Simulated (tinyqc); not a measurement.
Quaternary alloy A(x)B(1-x)C(y)D(1-y) matched to a substrate: sweeps and comparisons. A value that a table varies takes the place of the one given here.

Q(x,y) = x y Q_AC + x (1 - y) Q_AD + (1 - x) y Q_BC + (1 - x)(1 - y) Q_BD for the lattice constant. Gap, rule 1: Q(x,y) - x (1 - x)[y C_ABC + (1 - y) C_ABD] - y (1 - y)[x C_ACD + (1 - x) C_BCD]. Rule 2 (mean of ternaries): {x (1 - x)[y T_ABC(x) + (1 - y) T_ABD(x)] + y (1 - y)[x T_ACD(y) + (1 - x) T_BCD(y)]}/{x (1 - x) + y (1 - y)}, T_ABC(x) = x E_AC + (1 - x) E_BC - C_ABC x (1 - x), T_ACD(y) = y E_AC + (1 - y) E_AD - C_ACD y (1 - y), and alike. Only the Gamma valley is followed.

Matching a(x,y) = a_s gives x = (a_s - y a_BC - (1 - y) a_BD)/(y (a_AC - a_BC) + (1 - y)(a_AD - a_BD)).
Constants: hc = 1239.841984 eV nm.

Inputs chosen for the exercise (AC, AD, BC, BD near GaAs, GaSb, InAs and InSb; substrate near GaSb; shifted at random, so the results belong to these values and not to a real crystal): a = (5.655, 6.105, 6.053, 6.487) angstrom (lattice constants of AC, AD, BC, BD); Eg = (1.521, 0.812, 0.419, 0.235) eV (gaps at Gamma of AC, AD, BC, BD); Cb = (0.439, 0.383, 1.266, 0.768) eV (bowing of ABC, ABD, ACD, BCD); a_s = 6.105 angstrom (substrate); y = 0.27 (fraction of C).

## Along the matched line

x follows from y.

Results:
```
y          x  bilinear (eV)  rule 1 (eV)  rule 2 (eV)  wavelength 1 (nm)  wavelength 2 (nm)
0.01  0.9882         0.8122       0.7953       0.8041               1559               1542
0.12  0.8593         0.8071       0.6337       0.7230               1957               1715
0.22  0.7432         0.7901       0.5194       0.6580               2387               1884
0.33  0.6166         0.7583       0.4257       0.5944               2913               2086
0.44  0.4911         0.7127       0.3614       0.5376               3431               2306
0.55  0.3667         0.6537       0.3223       0.4858               3847               2552
0.66  0.2434         0.5812       0.3044       0.4368               4074               2839
0.76  0.1323         0.5040       0.3030       0.3918               4091               3165
0.87  0.0112         0.4066       0.3144       0.3265               3944               3798
```

What can be read from the table?

The matched alloys span 0.303 to 0.795 eV by rule 1, with the lowest value inside the range, at y = 0.76. Along the line dx/dy is -1.172 between the first two rows and -1.102 between the last two. In energy the two rules differ most at y = 0.44, by 176 meV (1125 nm there), which measures how far the ternary data leave the interior open. Miscibility gaps are not considered.

## What each parameter does

x is matched anew each time. Each row changes one parameter from the base and keeps the others.

Results:
```
case                                            x  rule 1 (eV)  rule 2 (eV)
base                                       0.6855       0.4729       0.6281
y = 0.28                                   0.6740       0.4644       0.6223
a_s = 6.101 angstrom                       0.6958       0.4809       0.6353
Cb = (0.527, 0.46, 1.519, 0.922) eV        0.6855       0.4119       0.5982
Eg = (1.571, 0.812, 0.419, 0.235) eV       0.6855       0.4821       0.6374
a = (5.665, 6.105, 6.053, 6.487) angstrom  0.6903       0.4766       0.6314
```

What does this show?

The largest shifts from the base row, up to three for each result and ties (the steps differ in size, so this ranks the rows, not the parameters). x: y -0.0115, a_s +0.0104, a +0.0048; unchanged at the printed digits by Cb and Eg. rule 1 (eV): Cb -0.0610, Eg +0.0093, y -0.0085. rule 2 (eV): Cb -0.0299, Eg +0.0093, a_s +0.0072.

Run: tinyqc, `OMP_NUM_THREADS=1 python tinyqc.py 1081402 1081403 out.jsonl`; Intel(R) Xeon(R) Processor @ 2.30GHz, one thread, shared host; about 0.01 s of CPU time with all checks.
